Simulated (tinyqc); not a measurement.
Resistance of a source-drain extension with a graded tip: two steps of the calculation.

y runs along the channel, the gate covers y > 0. The doping is N0 for y < y0 and N0 10^(-(y - y0)/la) beyond, uniform over the depth xj. Sheet conductance s(y) = q mu(N) max(N - Nch, 0) xj + (for y > 0) ma Cox Vo, with mu(N) = u0 + (u1 - u0)/(1 + (N/Nr)^au) and Cox = eps0 eox/tox. Current is taken as one-dimensional; depletion of the tip, spreading and the contact are left out. The metallurgical junction lies at yj, where N = Nch.

Values chosen for this exercise; mobility law close to that of holes in silicon: relative permittivity of the gate insulator (close to silicon dioxide) eox = 3.9; insulator thickness tox = 2 nm; active doping of the extension far from the gate N0 = 5.2e19 cm^-3; lateral abruptness la = 2.7 nm/decade; position under the gate where the fall begins (gate edge at 0) y0 = 4.7 nm; depth of the extension xj = 15 nm; channel doping Nch = 8.8e17 cm^-3; gate overdrive Vo = 0.56 V; mobility of the gate-induced layer ma = 40 cm^2/(V s); mobility at low doping u1 = 470.5 cm^2/(V s); mobility at high doping u0 = 44.9 cm^2/(V s); reference doping Nr = 2.23e17 cm^-3; exponent au = 0.719; gate length Lg = 50 nm.

Constants: q = 1.602176634e-19 C, eps0 = 8.8541878128e-14 F/cm where lengths are in cm. Results are converted to the units shown.

Task 1. Sheet resistances and junction position. yj = y0 + la log10(N0/Nch); sheet resistance of the full extension 1/[q mu(N0)(N0 - Nch) xj] and of the gate-induced layer 1/(ma Cox Vo); metallurgical length Lg - 2 yj; ye is where the doped and the gate-induced conductances are equal.

Find: yj; sheet resistance of the extension; sheet resistance of the induced layer; metallurgical length; ye; N at ye.

Result 1.

yj = 9.4831 nm
sheet resistance of the extension = 1530.6 ohm/square
sheet resistance of the induced layer = 25856 ohm/square
metallurgical length = 31.034 nm
ye = 8.3445 nm
N at ye = 2.3237e18 cm^-3

The gate takes over 1.14 nm before the junction, where N is still 2.64 times the channel doping.

Task 2. Resistance of the overlapped part. Midpoint rule on 9 equal steps from 0 to yj: R_ov = sum h/s(y), per width.

Give: y; N; doped conductance; sheet resistance; R_ov.

Result 2.

| point | y (nm) | N (cm^-3) | doped conductance (uS) | sheet resistance (ohm/square) |
|---|---|---|---|---|
| 0 | 0.52684 | 5.2000e19 | 653.36 | 1445.0 |
| 1 | 1.5805 | 5.2000e19 | 653.36 | 1445.0 |
| 2 | 2.6342 | 5.2000e19 | 653.36 | 1445.0 |
| 3 | 3.6879 | 5.2000e19 | 653.36 | 1445.0 |
| 4 | 4.7416 | 5.0190e19 | 632.70 | 1489.5 |
| 5 | 5.7952 | 2.0434e19 | 285.78 | 3082.1 |
| 6 | 6.8489 | 8.3198e18 | 132.78 | 5832.3 |
| 7 | 7.9026 | 3.3873e18 | 58.828 | 10256 |
| 8 | 8.9563 | 1.3791e18 | 16.234 | 18212 |

R_ov = 47.049 ohm um

tinyqc, about 0.04 s, one thread, Intel Xeon 2.30GHz (shared host): `OMP_NUM_THREADS=1 python tinyqc.py 2282171 2282172 out.jsonl`
